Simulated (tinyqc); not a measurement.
What each parameter does: linear model of a band gap against the share of exact exchange.

E(alpha) = E0 + S alpha. A wider gap screens less, modelled in the Penn form eps(alpha) = 1 + (e0 - 1)(EP/(EP + S alpha))^2 with a scale EP chosen for the exercise. A dielectric-dependent hybrid takes alpha = 1/eps.

Parameters, chosen for this exercise (of the order of those of GaN; shifted at random, so the results belong to these values and not to a real crystal): E0 = 1.84 eV (gap of the semi-local functional); S = 7.11 eV (slope dE/d(alpha)); e0 = 5.88 (optical dielectric constant at alpha = 0); EP = 21.5 eV (energy scale of the screening).

Fixed point alpha = 1/eps(alpha), gap and eps there.

One parameter was then changed.

Results before and after:
```
case      alpha  E (eV)    eps
base     0.1878   3.175  5.326
changed  0.1897   3.324  5.270
```

Which of these changes was made? (a) EP = 19.35 eV; (b) e0 = 5.292; (c) S = 7.821 eV; (d) E0 = 2.024 eV.
Answer: (c) S = 7.821 eV. Of the candidates, run in turn, only this one gives the changed row.

All candidates:
```
case            alpha  E (eV)    eps
base           0.1878   3.175  5.326
E0 = 2.024 eV  0.1878   3.359  5.326
S = 7.821 eV   0.1897   3.324  5.270
e0 = 5.292     0.2105   3.336  4.752
EP = 19.35 eV  0.1900   3.191  5.264
```

(tinyqc, `OMP_NUM_THREADS=1 python tinyqc.py 1880548 1880549 out.jsonl`, Intel(R) Xeon(R) Processor @ 2.30GHz, 1 thread, shared host, about 0.01 s.)
